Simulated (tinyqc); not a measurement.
Exchange-split free-electron bands and tunnelling magnetoresistance: one step. Transmissions. Three cases, with inputs chosen for the exercise.

Problem. Evaluate kappa and the three T.

Barrier: kappa = sqrt(mb phi/c), c = hbar^2/2m0. With a = k1/m, b = k2/m, w = kappa/mb, the transmission at normal incidence is T(k1, k2) = 4 a b w^2/[w^2 (a + b)^2 + (w^2 + a^2)(w^2 + b^2) sinh^2(kappa d)]. Parallel: G_P = T(up, up) + T(dn, dn); antiparallel: G_AP = 2 T(up, dn); TMR = (G_P - G_AP)/G_AP. Julliere: TMR = 2 P^2/(1 - P^2). Slonczewski factor: P_eff = P_k (w^2 - a_up a_dn)/(w^2 + a_up a_dn), P_k = (k_up - k_dn)/(k_up + k_dn).

Constants: hbar^2/2m0 = 3.80998211 eV angstrom^2.

Case 1.

Values chosen:
- m = 0.8 m0 (mass in the electrodes)
- mb = 0.82 m0 (mass in the barrier)
- phi = 2.08 eV (barrier height above EF)
- d = 17.6 angstrom (barrier thickness)

k_up, k_dn (1/angstrom): 1.105465  0.791028

Case 2.

Values chosen:
- m = 1.35 m0 (mass in the electrodes)
- mb = 0.65 m0 (mass in the barrier)
- phi = 0.68 eV (barrier height above EF)
- d = 10.1 angstrom (barrier thickness)

k_up, k_dn (1/angstrom): 0.952413  0.724163

Case 3.

Values chosen:
- m = 1.09 m0 (mass in the electrodes)
- mb = 0.79 m0 (mass in the barrier)
- phi = 2.94 eV (barrier height above EF)
- d = 10.7 angstrom (barrier thickness)

k_up, k_dn (1/angstrom): 1.402962  0.721585

Give: kappa; kappa d; T.

Solution.

Case 1.

kappa = 0.6691 1/angstrom
kappa d = 11.776

T: up-up 1.813e-10, dn-dn 2.279e-10, up-dn 2.033e-10

The minority channel transmits more, by a factor 1.26; the common factor exp(-2 kappa d) is 5.91e-11.

Case 2.

kappa = 0.3406 1/angstrom
kappa d = 3.440

T: up-up 0.003762, dn-dn 0.004101, up-dn 0.003928

The minority channel transmits more, by a factor 1.09; the common factor exp(-2 kappa d) is 0.00103.

Case 3.

kappa = 0.7808 1/angstrom
kappa d = 8.354

T: up-up 2.069e-07, dn-dn 1.895e-07, up-dn 1.980e-07

The majority channel transmits more, by a factor 1.09; the common factor exp(-2 kappa d) is 5.54e-08.

Computed by tinyqc, one run a case: `OMP_NUM_THREADS=1 python tinyqc.py N N+1 out.jsonl` with N = 1651735, 1651924, 1652031; one thread of a shared Intel(R) Xeon(R) Processor @ 2.30GHz, about 0.01 s a run at most.
